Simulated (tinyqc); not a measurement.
Thin-film transistor with exponential tail and deep states, accumulation layer: two steps of the calculation.

An undoped film in accumulation, thicker than the space-charge layer. With band bending psi the Fermi level lies E0 - psi below the band edge. Free electrons n = n0 exp(psi/Vt) carry the current; electrons in two exponential distributions of traps, a = a0 exp(psi/Va) and d = d0 exp(psi/Vp), do not. Linear regime, ohmic contacts, traps in equilibrium.

Values chosen for this exercise; values close to those of an organic semiconductor:
```
symbol  value        unit                                        meaning
T         290           K                                    temperature
eps_r     3.2                 relative permittivity of the semiconductor
mb        2.5  cm^2/(V s)                                  band mobility
Tt        430           K         characteristic temperature of the tail
Td        980           K  characteristic temperature of the deep states
Ci         12     nF/cm^2                               gate capacitance
WL         20                                                  ratio W/L
Vd        0.2           V                                  drain voltage
Vg         20           V                   gate voltage above flat band
```

Constants: q = 1.602176634e-19 C, kB = 1.380649e-23 J/K, Vt = kB T/q, eps0 = 8.8541878128e-14 F/cm where lengths are in cm. Results are converted to the units shown.

Task 1. Surface potential by Newton steps. Va = kB Tt/q, Vp = kB Td/q. G(psi) = sum over the three kinds of c0 [V (exp(psi/V) - 1) - psi], field F = sqrt(2 q G/(eps0 eps_r)); Vg = psi + eps0 eps_r F/Ci at the surface. f = psi + eps0 eps_r F/Ci - Vg, f' = 1 + q rho/(Ci F) with rho = sum c0 (exp(psi/V) - 1); psi(new) = psi - f/f'.

psi after iteration 1 = 0.40390849 V
n0 = 8.2449693e12 cm^-3
a0 = 3.6913246e15 cm^-3
d0 = 2.8915881e15 cm^-3

Wanted: F; f; f'; psi after iteration 2.

Result 1.

F = 3294 kV/cm
f = 58.18 V
f' = 1163
psi after iteration 2 = 0.3539 V

Task 2. Free and total charge, current. Total charge Q = Ci (Vg - psi_s); free charge Qf = q times the integral of n0 (exp(psi/Vt) - 1)/F over psi from 0 to psi_s; I = (W/L) mb Qf Vd; effective mobility mb Qf/Q.

psi_s = 0.308269059 V
n0 = 8.24496932e12 cm^-3
a0 = 3.69132456e15 cm^-3
d0 = 2.89158807e15 cm^-3

Give: surface densities; Q; Qf; effective mobility; I.

Result 2.

surface densities (cm^-3): free 1.8770e18, tail 1.5143e19, deep 1.1129e17
Q = 236.30 nC/cm^2
Qf = 13.741 nC/cm^2
effective mobility = 0.14537 cm^2/(V s)
I = 137.41 nA

Numbers from tinyqc (`OMP_NUM_THREADS=1 python tinyqc.py 2610036 2610037 out.jsonl`; about 0.02 s on one thread of a shared Intel Xeon 2.30GHz).
